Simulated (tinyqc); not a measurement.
Worked calculation: tight binding, dimerised chain. One step of it, computed by the program tinyqc.

Problem. Bloch Hamiltonian at X. H_AA = +delta, H_BB = -delta, H_AB = -t1 - t2 exp(-i k a).

Parameters chosen for this model:
```
parameter,value,unit
t1,2.060000,"eV, inside the cell"
t2,2.210000,"eV, between cells"
delta,0.820000,"eV, +/- on the two sites"
```

k point X (2 pi / a): 0.500000

Give: H(k) at X.

Solution.

H(k) at X (eV):
```
,A,B
A,0.8200,0.1500
B,0.1500,-0.8200
```
